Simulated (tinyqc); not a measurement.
Inside a calculation. Model: MOSFET in the linear regime without short-channel effects, parameter extraction from computed curves.

Computed by the program tinyqc: `OMP_NUM_THREADS=1 python tinyqc.py 2210012 2210013 out.jsonl`, one thread of a shared Intel Xeon 2.30GHz, about 0.01 s for the whole run. Printed values are rounded.

Inversion charge Q = Cox n Vt W0(exp((Vg - VT)/(n Vt))), W0 the Lambert function and n = nf; u = Q/Cox; mobility mu = mu0/(1 + th1 u + th2 u^2); channel resistance Rch = (L - dL)/(W mu Q); Id = Vd/(Rch + Rsd/W). Cox = eps0 eox/tox. Small Vd, no channel-length or drain effects.

Parameters, values chosen for the exercise; channel values of the order met in silicon transistors: temperature T = 200 K; relative permittivity of the gate insulator (close to silicon nitride) eox = 7.6; insulator thickness tox = 2.9 nm; low-field mobility mu0 = 230 cm^2/(V s); first mobility attenuation factor th1 = 0.35 1/V; second mobility attenuation factor th2 = 0 1/V^2; threshold voltage VT = 0.55 V; body factor nf = 1.46; gate width W = 1 um; drawn gate length L = 0.5 um; drawn less effective length dL = 0.004 um; source plus drain resistance Rsd = 480 ohm um; drain voltage Vd = 0.02 V.

Constants: q = 1.602176634e-19 C, kB = 1.380649e-23 J/K, Vt = kB T/q, eps0 = 8.8541878128e-14 F/cm where lengths are in cm. Results are converted to the units shown.

## Transfer curve

Vg, point 0 to 8 (V): [0.31, 0.43, 0.55, 0.67, 0.79, 0.91, 1.03, 1.15, 1.27]

u, mu, Rch and Id as defined.

```
point       u (V)  mu (cm^2/(V s))  Rch (ohm)     Id (uA)
0      1.81318e-6          230.000  5.12565e8  3.90194e-5
1      2.11816e-4          229.983  4.38797e6  0.00455742
2       0.0142708          228.857    65449.3    0.303355
3       0.0883867          223.098    10840.1     1.76677
4        0.189232          215.713    5236.57     3.49860
5        0.297820          208.289    3445.86     5.09442
6        0.409789          201.150    2593.21     6.50786
7        0.523621          194.377    2100.17     7.75142
8        0.638625          187.982    1780.55     8.84740
```

## Threshold and mobility at the peak transconductance

gm_i = (Id_(i+1) - Id_(i-1))/(Vg_(i+1) - Vg_(i-1)); at the point j of largest gm the tangent meets the axis at V_ext = Vg_j - Id_j/gm_j; field-effect mobility gm_j L/(W Cox Vd) with the drawn L.

gm, point 1 to 7 (uS): [1.26382, 7.34253, 13.3135, 13.8652, 12.5386, 11.0708, 9.74810]
j = 4
V_ext = 0.537671 V
field-effect mobility = 149.384 cm^2/(V s)

V_ext is 12 mV below the model VT, and the mobility so found is 36 % below mu0 L/(L - dL) = 232 cm^2/(V s), the value for the drawn L; attenuation, series resistance and the slow approach of Q to a straight line all lower the peak gm.

## The Y function

Y_i = Id_i/sqrt(gm_i). For Id = beta Vd x/(1 + th x), x = Vg - VT, Y = sqrt(beta Vd) x whatever th. Slope s from points 4 and 7; VT_Y = Vg - Y/s at point 7; beta = s^2/Vd; mobility beta L/(W Cox) with the drawn L; th* = (beta Vd x/Id - 1)/x at point 7.

Y, point 1 to 7 (uA^0.5 V^0.5): [0.00405393, 0.111951, 0.484209, 0.939573, 1.43870, 1.95591, 2.48268]
s = 4.28641 uA^0.5 V^-0.5
VT_Y = 0.570802 V
beta = 918.666 uA/V^2
mobility from Y = 197.954 cm^2/(V s)
th* = 0.643793 1/V

The mobility from Y is 15 % below mu0 L/(L - dL) = 232 cm^2/(V s), which it should reach in deep inversion when th2 = 0. th* compares with th1 + mu0 Cox Rsd/(L - dL) = 0.866 1/V, since series resistance enters like th1. The match is poor here: at these overdrives Q is not yet a straight line in Vg.
